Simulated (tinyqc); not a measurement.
Band offsets of oxides on a semiconductor by the charge-neutrality-level model: one step of the calculation.

Each material has a charge-neutrality level at the depth Phi = chi + Eg - CNL below vacuum. For oxide B on semiconductor A, dEc = (chiA - PhiA) - (chiB - PhiB) + S (PhiA - PhiB), dEv = EgB - EgA - dEc, with the pinning factor S = 1/(1 + 0.1 (eps_inf - 1)^2) of the oxide. S = 1 is the affinity rule, S = 0 aligns the two levels.

Question. One oxide. Depths of both levels, S and the two offsets.

Parameters, values chosen for the exercise; substrate values close to those of In0.53Ga0.47As:

| symbol | value | unit | meaning |
|---|---|---|---|
| EgA | 0.73 | eV | gap of the semiconductor |
| chiA | 4.48 | eV | its electron affinity |
| cA | 0.55 | eV | its charge-neutrality level above the valence edge |

oxide values (close to aluminium oxide): Eg (eV) 8.73, chi (eV) 1.01, CNL (eV) 5.57, eps_inf 3.5

Wanted: PhiA; PhiB; S; dEc; dEv.

Answer.

PhiA = 4.6600 eV
PhiB = 4.1700 eV
S = 0.61538
dEc = 3.2815 eV
dEv = 4.7185 eV

The limits are dEc = 3.47 eV (S = 1) and 2.98 eV (S = 0).

Range of the model: The model ignores the chemistry of the actual interface, which can move offsets by several tenths of an eV.

tinyqc, about 0.01 s, one thread, Intel Xeon 2.30GHz (shared host): `OMP_NUM_THREADS=1 python tinyqc.py 2410024 2410025 out.jsonl`
